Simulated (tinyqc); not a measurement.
# Thermal boundary conductance by the acoustic and diffuse mismatch models, step by step

A worked calculation. Computed by tinyqc, a small Python program that keeps every step. Command: `OMP_NUM_THREADS=1 python tinyqc.py 3029205 3029206 out.jsonl kapitza walk`. One thread of a shared host (Intel(R) Xeon(R) Processor @ 2.30GHz), about 0.01 s of CPU time with the checks. Intermediate numbers are printed to about 7 digits and carried at full precision; extremes and crossings named in words are read from the listed rows.

Each side has one longitudinal and two transverse Debye branches, omega = v q up to q_D = (6 pi^2 n)^(1/3), with n counting all atoms. Scattering at the interface is elastic. Electrons are left out of G, also for metals. Melting is ignored. G refers to the temperatures of the phonons sent towards the interface. Linear branches over all atoms overstate G at high T, most for crystals with several atoms a cell.

Inputs (values chosen for the exercise, modelled on aluminium nitride (side 1) and gallium arsenide (side 2)):
```
quantity                    value     unit
density rho_1                3.19   g/cm^3
longitudinal velocity vL_1  11200      m/s
transverse velocity vT_1     6210      m/s
atom density n_1             94.2   1/nm^3
conductivity kappa_1          293  W/(m K)
density rho_2                5.39   g/cm^3
longitudinal velocity vL_2   5100      m/s
transverse velocity vT_2     3120      m/s
atom density n_2             43.1   1/nm^3
conductivity kappa_2         51.4  W/(m K)
temperature T                 500        K
thickness d_1                  14       nm
thickness d_2                 190       nm
heat flux J                  0.18  kW/cm^2
```

Structure: superlattice.

Constants: hbar = 1.054571817e-34 J s; k_B = 1.380649e-23 J/K.

## Cut-off frequencies and impedances

omega_c = v q_D for each branch, given as hbar omega_c/k_B; impedance Z = rho v.

Branches:
```
branch     v (m/s)  cut-off (K)  Z (1e6 kg/(m^2 s))
L, side 1    11200     1517.207             35.7280
T, side 1     6210      841.237             19.8099
L, side 2     5100      532.360             27.4890
T, side 2     3120      325.679             16.8168
```

## Acoustic mismatch: transmission of each branch

No mode conversion. t(theta) = 4 Z_1 Z_2 cos(theta_1) cos(theta_2)/N^2, with N = Z_2 cos(theta_1) + Z_1 cos(theta_2) for L (the form for pressure waves) and N = Z_1 cos(theta_1) + Z_2 cos(theta_2) for both T branches (the form for shear waves polarised along the interface); sin(theta_2) = (v_2/v_1) sin(theta_1), and t = 0 beyond the critical angle arcsin(v_1/v_2); the mean over the incoming flux is alpha = 2 int t sin(theta_1) cos(theta_1) d theta_1 (64 Gauss-Legendre points).

Transmission:
```
branch  t at normal incidence  largest angle from side 1 (deg)  alpha, 1 to 2  alpha, 2 to 1
L                   0.9830144                               90      0.8678213      0.1799429
T                   0.9933220                               90      0.9474468      0.2391557
```

For L waves from side 1 no critical angle exists; the mean is 0.87 against 0.98 at normal incidence. For T waves from side 1 no critical angle exists, and the mean 0.95 stays near the normal-incidence 0.99.

## Diffuse mismatch: transmission at low frequency

A phonon forgets its side and branch: alpha(1 to 2) = S_2/(S_1 + S_2), S_i = 1/vL_i^2 + 2/vT_i^2.

S_1 = 5.983364e-08 s^2/m^2

S_2 = 2.439037e-07 s^2/m^2

diffuse alpha, 1 to 2 = 0.8030086

## Boundary conductance

G = (k_B^4 T^3/(8 pi^2 hbar^3)) int W(x) x^4 e^x/(e^x - 1)^2 dx, x = hbar omega/(k_B T). Acoustic mismatch: W = sum over the three branches of alpha(1 to 2)/v_1^2, each up to the lower of its two cut-offs. Diffuse mismatch: W = S_1 S_2/(S_1 + S_2), where S_i sums 1/v^2 over the branches of side i still below their cut-off. Radiation limit: W = min(S_1, S_2). The integral is split at the four cut-offs (64 Gauss-Legendre points a piece, x at most 45). Boundary resistance R = 1/G and Kapitza length kappa_2/G use the diffuse value.

G, acoustic mismatch = 346.4548 MW/(m^2 K)

G, diffuse mismatch = 545.7475 MW/(m^2 K)

G, radiation limit = 811.9897 MW/(m^2 K)

boundary resistance R = 1.832349 m^2 K/GW

Kapitza length in side 2 = 94.18274 nm

The diffuse value is 1.58 times the acoustic one and 67 % of the radiation limit. Diffuse scattering raises G here: it ignores the impedance mismatch and lets phonons change direction and branch. Caution: at this temperature short waves carry the heat; linear branches up to q_D overstate their velocity, and inelastic processes, left out here, grow with T.

## Conductance against temperature

The formulas are those given above.

G (MW/(m^2 K)):
```
T (K)  acoustic mismatch  diffuse mismatch  radiation limit
2            0.004570703       0.003917769      0.004878863
5             0.07141724        0.06121513       0.07623223
10             0.5713379         0.4897211        0.6098578
20              4.569512          3.917171         4.878344
40              33.83431          29.93652         37.77817
80              138.5410          153.6109         209.8413
150             255.5658          353.5365         511.8120
300             326.6854          501.6615         742.6490
600             350.0668          553.9257         824.8781
1000            355.4414          566.1633         844.1774
```

All three follow T^3 at the cold end (exponent 3.00 for the diffuse model) and flatten at high T (exponent 0.04 at the hot end); the lowest cut-off is 326 K. The ratio of diffuse to acoustic goes from 0.86 to 1.59. The plateau is set by the frequencies that both sides share.

## Cross-plane conductivity of the superlattice

kappa_eff = (d_1 + d_2)/(d_1/kappa_1 + d_2/kappa_2 + 2 R), two interfaces a period, with bulk conductivities in the layers; the gradient is J/kappa_eff.

kappa_eff = 27.53416 W/(m K)

kappa_eff without interfaces = 54.48311 W/(m K)

interface share of the resistance = 0.4946294

temperature gradient = 0.06537333 K/micrometre

Layers and interfaces share the resistance. Caution: R from emitted-phonon temperatures is too large for use in series with Fourier layers, by up to a factor of about 2. Caution: layers this thin are often below the phonon free path, where bulk conductivities and independent interfaces no longer hold.

Checks made by the program: detailed balance alpha_12/v_1^2 = alpha_21/v_2^2 (relative difference below 1e-10); low-temperature limit G = pi^2 k_B^4 T^3 alpha S_1/(30 hbar^3) (relative difference below 1e-10).
